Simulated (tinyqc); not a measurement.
Polarisation and half-bias from two TMR values.

Inverse problem. A tunnel junction has TMR = TMR0/(1 + (V/Vh)^2), TMR0 = 2 P1 P2/(1 - P1 P2). Find TMR0, Vh and P2.

Values chosen for this exercise:
- P1 = 0.55 (spin polarisation of the reference layer)

TMR at 0.1 and 0.6 V (%): 76.684988  22.670607

Solution. 1/TMR is linear in V^2, and P1 P2 = TMR0/(2 + TMR0).

TMR0 = 82.29 %
Vh = 0.3700 V
P2 = 0.5300

Computed by the program tinyqc: `OMP_NUM_THREADS=1 python tinyqc.py 2450010 2450011 out.jsonl`, one thread of a shared Intel Xeon 2.30GHz, about 0.01 s for the whole run.
